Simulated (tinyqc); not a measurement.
Free and trapped electrons in a MOS channel with a dense trap tail: one step of the calculation.

p-type body, charge-sheet picture, full ionisation (an idealisation for deep acceptors), Boltzmann statistics for free electrons. e = Ec - EF at the surface. Acceptor-like traps of density D(E) = D0 + De exp(-E/Ew) at depth E below Ec, from 0 to Eu, hold n_t = integral of D(E)/(1 + exp((e - E)/Vt)). psi = Eg - Vt ln(Nv/Na) - e; N_dep = sqrt(2 eps0 eps_r Na (psi - Vt)/q); n_f = sqrt(N_dep^2 + 2 eps0 eps_r Vt Nc exp(-e/Vt)/q) - N_dep; Vg = Vfb + psi + q (N_dep + n_t + n_f)/Cox, Cox = eps0 eox/tox.

Task. Charges and gate voltage. psi, N_dep, n_f and Vg as defined, with the n_t given; free share n_f/(n_f + n_t); apparent mobility mf n_f/(n_f + n_t); gate voltage spent on traps q n_t/Cox.

Inputs (values chosen for the exercise); band and dielectric values close to those of silicon: temperature T = 300 K; band gap Eg = 1.11 eV; relative permittivity eps_r = 11.5; conduction-band density of states at T Nc = 2.76e19 cm^-3; valence-band density of states at T Nv = 2.65e19 cm^-3; relative permittivity of the insulator eox = 3.9; insulator thickness tox = 37 nm; acceptor density Na = 8.3e16 cm^-3; flat-band voltage without trapped charge Vfb = -0.81 V; mobility of free electrons mf = 110 cm^2/(V s); Ec - EF at the surface e = 0.152 eV.

Constants: q = 1.602176634e-19 C, kB = 1.380649e-23 J/K, Vt = kB T/q, eps0 = 8.8541878128e-14 F/cm where lengths are in cm. Results are converted to the units shown.

n_t = 2.0885963e11 cm^-2

Give: psi; N_dep; n_f; Vg; free share; apparent mobility; gate voltage spent on traps.

Result.

psi = 0.80894 V
N_dep = 9.0892e11 cm^-2
n_f = 1.3843e10 cm^-2
Vg = 1.9416 V
free share = 6.2159 %
apparent mobility = 6.8375 cm^2/(V s)
gate voltage spent on traps = 0.35855 V

Computed by the program tinyqc: `OMP_NUM_THREADS=1 python tinyqc.py 2222223 2222224 out.jsonl`, one thread of a shared Intel Xeon 2.30GHz, about 0.02 s for the whole run.
